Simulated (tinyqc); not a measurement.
# Two-diode model of a solar cell: effects of single changes

J is the current delivered and Vj = V + J Rs the junction voltage. J = X JL - J01 (exp(Vj/(n1 Vt)) - 1) - J02 (exp(Vj/(2 Vt)) - 1) - Vj/Rp. The photocurrent does not depend on voltage.

Values chosen for this exercise; values of the order met in cells of germanium:
- T = 300 K (temperature)
- JL = 44.2 mA/cm^2 (photocurrent at one sun)
- X = 50 suns (concentration)
- J01 = 2.4e-5 A/cm^2 (saturation current of the first diode)
- n1 = 1 (ideality factor of the first diode)
- Rs = 0.022 ohm cm^2 (series resistance)
- Rp = 2000 ohm cm^2 (shunt resistance)
- Pin = 100 mW/cm^2 (incident power at one sun)
- J02 = 4.9e-5 A/cm^2 (saturation current of the second diode (ideality 2))

Constants: q = 1.602176634e-19 C, kB = 1.380649e-23 J/K, Vt = kB T/q. Results are converted to the units shown.

Each table varies one quantity; the others keep the values above.

## Effect of the concentration

Jsc at V = 0, Voc at J = 0, the maximum power point where J (1 + 2 Rs G) = G Vj with G = -dJ/dVj; FF = Vmp Jmp/(Voc Jsc); efficiency Vmp Jmp/(X Pin). Empirical fill factor without parasitics FF0 = (v - ln(v + 0.72))/(v + 1), v = Voc/(n1 Vt).

Result of one run:
```
X (suns)	Jsc (mA/cm^2)	Voc (V)	Vmp (V)	Jmp (mA/cm^2)	FF	efficiency (%)	FF0
2	88.395	0.21141	0.15870	75.442	0.64068	5.9863	0.65287
```

What becomes of these results when the concentration X is changed from 2 to 0.1 suns, all else the same?

Result of the changed run:
```
X (suns)	Jsc (mA/cm^2)	Voc (V)	Vmp (V)	Jmp (mA/cm^2)	FF	efficiency (%)	FF0
0.1	4.4198	0.13100	0.090701	3.3602	0.52638	3.0477	0.54582
```

The whole series:
```
X (suns)	Jsc (mA/cm^2)	Voc (V)	Vmp (V)	Jmp (mA/cm^2)	FF	efficiency (%)	FF0
0.01	0.44198	0.065879	0.039969	0.27619	0.37913	1.1039	0.38442
0.04	1.7679	0.10535	0.069858	1.2584	0.47203	2.1978	0.49407
0.1	4.4198	0.13100	0.090701	3.3602	0.52638	3.0477	0.54582
0.5	22.099	0.17469	0.12754	18.142	0.59939	4.6278	0.61174
2	88.395	0.21141	0.15870	75.442	0.64068	5.9863	0.65287
6	265.19	0.24018	0.18161	230.53	0.65733	6.9779	0.67896
20	883.94	0.27154	0.20031	773.28	0.64534	7.7447	0.70287
80	3535.3	0.30751	0.19594	2950.1	0.53169	7.2254	0.72587
300	12362	0.34175	0.17507	6740.5	0.27934	3.9336	0.74438
```

As X goes from 0.01 to 300, Voc rises from 0.0659 to 0.342 V, FF goes from 0.379 through a maximum of 0.657 (at X = 6 among the rows listed) to 0.279 and the efficiency goes from 1.10 through a maximum of 7.74 (at X = 20 among the rows listed) to 3.93 %. Voc gains 59.6 mV a decade at the top and 65.6 mV at the bottom (n1 Vt ln 10 = 59.5 mV). Past the optimum the loss in Rs, which grows as J^2, outruns the gain in Voc: at the best row X JL Rs = 0.75 n1 Vt. For X = 0.01, 0.04, 0.1, 0.5, 2, 6 v is below 10, outside the range of the formula for FF0. For X = 300 Rs Jsc exceeds half of Voc, so the series resistance shapes the curve and drives FF towards the 1/4 of a resistor.

## Effect of the saturation current of the first diode

Same model as above.

Results:
```
J01 (A/cm^2)	Jsc (mA/cm^2)	Voc (V)	Vmp (V)	Jmp (mA/cm^2)	FF	efficiency (%)	FF0
2e-7	2209.9	0.41736	0.30932	1993.1	0.66843	12.330	0.77688
2e-6	2209.9	0.35914	0.25784	1964.9	0.63836	10.133	0.75276
2e-5	2209.8	0.30002	0.20636	1907.1	0.59360	7.8710	0.72142
0.0002	2208.8	0.24063	0.15664	1808.9	0.53312	5.6670	0.67934
0.02	2109.5	0.12186	0.068554	1341.5	0.35776	1.8393	0.52875
```

Estimate the missing row, J01 = 0.002 A/cm^2.

Computed row:
```
J01 (A/cm^2)	Jsc (mA/cm^2)	Voc (V)	Vmp (V)	Jmp (mA/cm^2)	FF	efficiency (%)	FF0
0.002	2198.9	0.18116	0.11014	1639.4	0.45327	3.6113	0.61977
```

With this row back in the table: As J01 goes from 2e-7 to 0.02, Voc falls from 0.417 to 0.122 V, FF falls from 0.668 to 0.358 and the efficiency falls from 12.3 to 1.84 %. Voc changes by -59.3 mV a decade between the last two rows and -58.2 mV between the first two. For J01 = 0.0002, 0.002, 0.02 v is below 10, outside the range of the formula for FF0.

Computed by the program tinyqc: `OMP_NUM_THREADS=1 python tinyqc.py 2280033 2280034 out.jsonl`, one thread of a shared Intel Xeon 2.30GHz, about 0.01 s for the whole run.
